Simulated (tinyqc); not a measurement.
## Delay unit and parasitic delay from two ring oscillators

Question. A ring of 31 inverters oscillates at 1/(2 x 31 d), with stage delay d = tau (h + p) for fan-out h. Find tau, p and the delay at fan-out 4.

frequencies of 31-stage ring oscillators with fan-out 1 and 5 (GHz): [1.0721952, 0.40726794]

Solution. d is a straight line in h with slope tau and intercept tau p.

tau = 6.140 ps
p = 1.450
delay at fan-out 4 = 33.46 ps

Computed by the program tinyqc: `OMP_NUM_THREADS=1 python tinyqc.py 2082085 2082086 out.jsonl`, one thread of a shared Intel Xeon 2.30GHz, about 0.01 s for the whole run.
